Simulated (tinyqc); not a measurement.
Raising U: Hubbard chain of 6 sites, mean field against exact. Computed by the program tinyqc. 

one-body matrix (hopping and site energies) (eV):
```
,1,2,3,4,5,6
1,0.3000,-0.8400,0.0000,0.0000,0.0000,0.0000
2,-0.8400,-0.1400,-0.8400,0.0000,0.0000,0.0000
3,0.0000,-0.8400,0.0100,-0.8400,0.0000,0.0000
4,0.0000,0.0000,-0.8400,0.0500,-0.8400,0.0000
5,0.0000,0.0000,0.0000,-0.8400,-0.5500,-0.8400
6,0.0000,0.0000,0.0000,0.0000,-0.8400,-0.3400
```

electrons, up and down: 3  2

Collinear unrestricted mean field (the lowest of 40 random starts) against exact diagonalisation.

Exact and mean-field results (eV):
```
U,U/t,E exact,E mean field,mean |n_up - n_down|,"double occupancy, exact",first gap in the sector
0.4200,0.5000,-5.830300,-5.812182,0.1760,0.1580,0.6959
0.8400,1.0000,-5.454263,-5.382073,0.1908,0.1406,0.6768
1.6800,2.0000,-4.828851,-4.559803,0.2533,0.1084,0.6025
2.5200,3.0000,-4.351797,-3.859594,0.4085,0.0820,0.5216
3.3600,4.0000,-3.991686,-3.352469,0.5723,0.0619,0.4502
5.0400,6.0000,-3.507771,-2.781320,0.7322,0.0368,0.3434
6.7200,8.0000,-3.210405,-2.519568,0.7988,0.0235,0.2729
10.0800,12.0000,-2.875948,-2.308817,0.8183,0.0116,0.1907
16.8000,20.0000,-2.585469,-2.144726,0.8297,0.0044,0.1175
```

In absolute terms mean field is worst at U/t = 6.0, 0.726 eV too high: at small U it is nearly exact, and at large U it still misses the motion of the hole through a fluctuating spin background. Relative to the exact energy its error is 0.3 % at the smallest U, 22 % at most and 17 % at the largest. The double occupancy falls from 0.158 to 0.004.
